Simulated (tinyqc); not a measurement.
Hubbard ring of 5 sites, step by step. Computed by tinyqc, a small Python program that keeps every step. Settings: hopping = 1.44, U = 5.0, mixing = 1, iteration cap = 61. Command: `OMP_NUM_THREADS=1 python tinyqc.py 31394 31395 out.jsonl` (the two numbers bound the seeds that draw the settings). One thread of a shared host (Intel(R) Xeon(R) Processor @ 2.60GHz), about 0.2 s of CPU time with the checks.

one-body matrix (hopping and site energies) (eV), lower triangle:
```
           1          2          3          4         5
1   0.450000
2  -1.440000   0.030000
3   0.000000  -1.440000  -0.180000
4   0.000000   0.000000  -1.440000   0.340000
5  -1.440000   0.000000   0.000000  -1.440000  0.190000
```

U = 5.000000 eV

electrons, up and down: 3  1

n(up) at the start (a guess, not normalised): 1 0.600000, 2 0.600000, 3 0.600000, 4 0.600000, 5 0.600000

n(down) at the start (a guess): 1 0.200000, 2 0.200000, 3 0.200000, 4 0.200000, 5 0.200000

Each step fills the lowest levels of T + U n(other spin) and sets n(new) = n + mixing (n(out) - n); stop when output and input agree to 1e-8.

Course of the cycle:
```
iteration       E (eV)  largest |n(out) - n(in)|  mean |n_up - n_down|
1          -3.88660072                  6.11e-02              0.400000
2          -3.89237148                  4.37e-02              0.400000
3          -3.89550356                  3.94e-02              0.400000
4          -3.89749233                  2.83e-02              0.400000
5          -3.89871304                  2.56e-02              0.400000
6          -3.89951832                  1.84e-02              0.400000
7          -3.90003265                  1.67e-02              0.400000
8          -3.90037346                  1.20e-02              0.400000
9          -3.90059432                  1.09e-02              0.400000
10         -3.90074062                  7.84e-03              0.400000
11         -3.90083613                  7.15e-03              0.400000
...                ...                       ...                   ...
51         -3.90102162                  1.70e-06              0.400000
52         -3.90102162                  1.25e-06              0.400000
53         -3.90102162                  1.12e-06              0.400000
54         -3.90102162                  8.25e-07              0.400000
55         -3.90102162                  7.44e-07              0.400000
56         -3.90102162                  5.46e-07              0.400000
57         -3.90102162                  4.92e-07              0.400000
58         -3.90102162                  3.62e-07              0.400000
59         -3.90102162                  3.26e-07              0.400000
60         -3.90102162                  2.40e-07              0.400000
61         -3.90102162                  2.16e-07              0.400000
```

Can the last value be used, and what does the course show?

Not by the stop rule, although the second column moves by less than 1e-07 over the last three steps. Not converged within 61 iterations: the residual falls steadily but slowly, by a factor of about 0.82 a step. The lowest mean-field energy found from random starts is -3.90102 eV. Reruns (cap 100 unless said): mixing 0.2: not converged; mixing 0.5: not converged; mixing 0.9: converged in 69 (E = -3.90102); the original settings with a cap of 400: converged in 76 (E = -3.90102).
